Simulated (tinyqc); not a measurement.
Inside a calculation. Model: off-state leakage of single and stacked transistors.

Program tinyqc, `OMP_NUM_THREADS=1 python tinyqc.py 2242172 2242173 out.jsonl`; Intel Xeon 2.30GHz, shared host, one thread, about 0.04 s. Printed values are rounded.

n-channel devices of unit width. Subthreshold current I(Vg, Vs, Vd) = I0 (T/300 K)^0.5 exp[(Vg - Vs - VT(T) - gb (Vs - Vb) + dd (Vd - Vs))/(nf Vt)] (1 - exp(-(Vd - Vs)/Vt)), VT(T) = VT - cT (T - 300 K). Gate-edge tunnelling Ig (Vd/1 V) exp(ag (Vd - 1 V)), for a gate at 0 V, and band-to-band leakage Ab u exp(-Bb/u), u = Vd - Vb + 1 V, flow at a drain held at V; both are taken as independent of T. In a stack of off transistors (all gates at 0 V) the same subthreshold current passes through each.

Values chosen for this exercise; values of the order met in bulk silicon logic transistors: temperature T = 300 K; supply voltage V = 0.9 V; threshold at 300 K, zero drain and body bias VT = 0.37 V; fall of the threshold with temperature cT = 0.7 mV/K; current at threshold at 300 K I0 = 0.17 uA/um; slope factor nf = 1.23; drain-induced lowering per volt dd = 0.08; rise of the threshold per volt of source-body bias gb = 0.16; gate-edge tunnelling current at 1 V Ig = 0.0004 uA/um; exponential slope of the gate current ag = 4.4 1/V; prefactor of band-to-band leakage at the drain Ab = 100 uA/(um V); its exponential voltage Bb = 19 V; body voltage Vb = 0 V.

Constants: q = 1.602176634e-19 C, kB = 1.380649e-23 J/K, Vt = kB T/q. Results are converted to the units shown.

## Leakage of one transistor

Vg = Vs = 0, Vd = V; effective threshold VT(T) - gb Vb - dd V.

effective threshold = 0.298 V
parts (nA/um): subthreshold 0.0144672, gate edge 0.231853, band-to-band 8.62599
total = 8.87231 nA/um
shares (%): subthreshold 0.163060, gate edge 2.61322, band-to-band 97.2237

The band-to-band part is the largest.

## Starting value

Vx = dd V/(1 + gb + 2 dd), the solution for Vx well above Vt, rounded to three decimals.

Vx at the start = 0.055 V

## Iteration 1: new Vx

Stack of two, Vx the node between them: I_low = I(0, 0, Vx), I_up = I(0, Vx, V), f = ln(I_up/I_low), f' = -(1 + gb + 2 dd)/(nf Vt) - 1/(Vt (exp(Vx/Vt) - 1)) - 1/(Vt (exp((V - Vx)/Vt) - 1)), Vx(new) = Vx - f/f'.

I_low = 0.00152061 nA/um
I_up = 0.00169400 nA/um
f = 0.107982
f' = -46.7437 1/V
Vx after iteration 1 = 0.0573101 V

## Iteration 2: new Vx

As before.

I_low = 0.00154715 nA/um
I_up = 0.00154807 nA/um
f = 5.90562e-4
f' = -46.2418 1/V
Vx after iteration 2 = 0.0573229 V

## Iteration 3: new Vx

As before.

I_low = 0.00154730 nA/um
I_up = 0.00154730 nA/um
f = 1.67411e-8
f' = -46.2392 1/V
Vx after iteration 3 = 0.0573229 V

## Course of the iteration

Stop when the step is below 1e-11 V, or after 40 iterations.

Course of the iteration:
```
iteration  Vx before the step (V)  step (V)
1                           0.055   2.31e-3
2                       0.0573101   1.28e-5
3                       0.0573229  3.62e-10
4                       0.0573229   < 1e-15
```

Converged in 4 iterations. The subthreshold current of the stack is 0.001547 nA/um, 9.35 times less than that of one transistor (the drain leakage is unchanged); the estimate exp[dd V (1 + gb + dd)/((1 + gb + 2 dd) nf Vt)] gives 8.39.
